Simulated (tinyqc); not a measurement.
# Changing the angle of incidence

Model: physical sputtering: collision-cascade yield, angular dependence, faceting and resputtering in deposition. Computed by tinyqc, a small Python program. Command: `OMP_NUM_THREADS=1 python tinyqc.py 3006372 3006373 out.jsonl sputter sweep`. One thread of a shared host (Intel(R) Xeon(R) Processor @ 2.30GHz), about 0.01 s of CPU time with the checks.

Ions start collision cascades; atoms that reach the surface with more than U leave. The target is amorphous or fine-grained.

Inputs (values chosen for the exercise, modelled on argon ions on tungsten):

| quantity | value | unit |
|---|---|---|
| ion Z1 | 18 | - |
| ion mass M1 | 39.95 | u |
| target Z2 | 74 | - |
| target mass M2 | 183.8 | u |
| surface binding energy U | 8.9 | eV |
| target density N | 63.2 | 1/nm^3 |
| fit factor Q | 0.68 | - |
| ion energy E | 300 | eV |
| current density J | 2 | mA/cm^2 |
| angular exponent f | 1.8 | - |
| angle of the largest yield | 63 | degrees |

Constants: e = 1.602176634e-19 C.

Method:
- gamma = 4 M1 M2/(M1 + M2)^2; threshold E_th = 6.7 U/gamma for M1 >= M2, else U (1 + 5.7 M1/M2)/gamma. eps = 0.03255 M2 E/(Z1 Z2 (M1 + M2) z), z = (Z1^(2/3) + Z2^(2/3))^(1/2), E in eV; s_n = 3.441 sqrt(eps) ln(eps + 2.718)/(1 + 6.355 sqrt(eps) + eps (6.882 sqrt(eps) - 1.708)); S_n = 84.78 Z1 Z2 M1 s_n/((M1 + M2) z) in eV angstrom^2; alpha = 0.249 (M2/M1)^0.56 + 0.0035 (M2/M1)^1.5 for M1 <= M2, else 0.0875 (M2/M1)^(-0.15) + 0.165 M2/M1; Y0 = 0.042 Q alpha S_n/U [1 - sqrt(E_th/E)]^2.5 (the electronic-loss factor of the full formula is dropped).
- Erosion rate = Y0 J/(e N); 1 cm^2 = 1e14 nm^2.
- Angular law: Y/Y0 = t^f exp(-f cos(a_opt)(t - 1)), t = 1/cos(angle), largest at a_opt. A plane tilted by the angle recedes along the beam at a speed proportional to Y(angle), and along its own normal as Y cos(angle).

One run for each value:

| angle of incidence (degrees) | Y/Y0 at the angle | normal speed relative to a flat surface | yield at the angle (atoms per ion) |
|---|---|---|---|
| 0 | 1.000 | 1.000e+00 | 0.2860 |
| 15 | 1.034 | 9.989e-01 | 0.2958 |
| 30 | 1.142 | 9.887e-01 | 0.3266 |
| 40 | 1.259 | 9.643e-01 | 0.3601 |
| 50 | 1.407 | 9.043e-01 | 0.4024 |
| 60 | 1.538 | 7.690e-01 | 0.4399 |
| 70 | 1.432 | 4.898e-01 | 0.4096 |
| 75 | 1.097 | 2.840e-01 | 0.3138 |
| 80 | 0.478 | 8.306e-02 | 0.1368 |
| 85 | 0.016 | 1.351e-03 | 0.0044 |

Describe and explain the trends.

Over the rows, Y/Y0 at the angle goes from 1.00 through a maximum among these rows, 1.54 at 60.0, to 0.0155; normal speed relative to a flat surface falls from 1.00 to 0.00135; yield at the angle (atoms per ion) goes from 0.286 through a maximum among these rows, 0.440 at 60.0, to 0.00443. Oblique ions deposit their energy nearer the surface until reflection sets in; the normal speed is largest at normal incidence, since f - 1 is below f cos(a_opt): the gain in yield never outweighs the spreading of the beam.

Extremes, crossings and ranges named in words are read from the listed rows.
